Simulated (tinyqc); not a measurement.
Worked calculation: Ewald sum of point charges, fcc lattice in a neutralising background. Computed by tinyqc, a small Python program that keeps every step. Command: `OMP_NUM_THREADS=1 python tinyqc.py 29781 29782 out.jsonl` (the two numbers bound the seeds that draw the settings). One thread of a shared host (Intel(R) Xeon(R) Processor @ 2.60GHz), about 0.02 s of CPU time with the checks.

## Ewald sum with eta = 0.313 1/bohr

cell vectors (rows) (bohr):
```
          1         2         3
1  0.000000  5.755000  5.755000
2  5.755000  0.000000  5.755000
3  5.755000  5.755000  0.000000
```

Charges:

| q | f1 | f2 | f3 |
|---|---|---|---|
| 2.000000 | 0.000000 | 0.000000 | 0.000000 |

Real space: 1/2 sum q_i q_j erfc(eta r)/r over all images with r > 0; reciprocal space: (2 pi/V) sum_(G != 0) exp(-G^2/4 eta^2)/G^2 |S(G)|^2 with S(G) = sum q exp(i G.r); self term -eta/sqrt(pi) sum q^2; background -pi Q^2/(2 V eta^2), Q the total charge.

Real-space shells (first ones):

| r (bohr) | pairs | sum (hartree) |
|---|---|---|
| 8.138799 | 12 | 0.000929 |
| 11.510000 | 6 | 3.64e-07 |
| 14.096813 | 24 | 1.49e-09 |
| 16.277598 | 12 | 0 |
| 18.198908 | 24 | 0 |

Reciprocal shells (first ones that count):

| G^2 (1/bohr^2) | vectors | sum (hartree) |
|---|---|---|
| 0.893985 | 8 | 0.060267 |
| 1.191980 | 6 | 0.015847 |
| 2.383961 | 12 | 0.000757 |
| 3.277946 | 24 | 0.000112 |
| 3.575941 | 8 | 0.000016 |
| 4.767921 | 6 | 4.31e-07 |
| 5.661906 | 24 | 1.48e-07 |
| 5.959902 | 24 | 6.59e-08 |
| 7.151882 | 24 | 2.62e-09 |
| 8.045867 | 32 | 3.18e-10 |

## The total does not depend on eta

The same sums for other eta.

Totals (hartree per cell):

| eta | real | reciprocal | self | background | total |
|---|---|---|---|---|---|
| 0.313000 | 0.000929 | 0.077000 | -0.706365 | -0.168238 | -0.79667456 |
| 0.437000 | 1.45e-06 | 0.275835 | -0.986203 | -0.086308 | -0.79667456 |
| 0.569000 | 1.71e-10 | 0.538329 | -1.284095 | -0.050908 | -0.79667456 |

shortest distance = 8.138799 bohr
